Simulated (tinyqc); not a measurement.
Length of a molecular wire: coherent transport through a tight-binding bridge. Computed by the program tinyqc. 

A uniform bridge between two chains:
```
parameter                        value
site energy (eV)              2.400000
hopping in the bridge (eV)    0.810000
lead hopping (eV)             1.900000
couplings (eV)              0.46, 0.35
E (eV)                        0.290000
```

T = Gamma_L Gamma_R |G_1n|^2 with the self-energies of semi-infinite chains.

Transmission against length:
```
sites           T     ln T
2      1.2737e-03   -6.666
3      2.7426e-04   -8.201
4      5.9837e-05   -9.724
5      1.3092e-05  -11.243
6      2.8664e-06  -12.762
7      6.2765e-07  -14.281
8      1.3744e-07  -15.800
9      3.0095e-08  -17.319
10     6.5901e-09  -18.838
```

E lies outside the band of the bridge (|E - e|/2h = 1.302 > 1), so T decays as exp(-beta n) with beta = 2 arccosh(1.302) = 1.5188 a site; the last two rows give 1.5188.
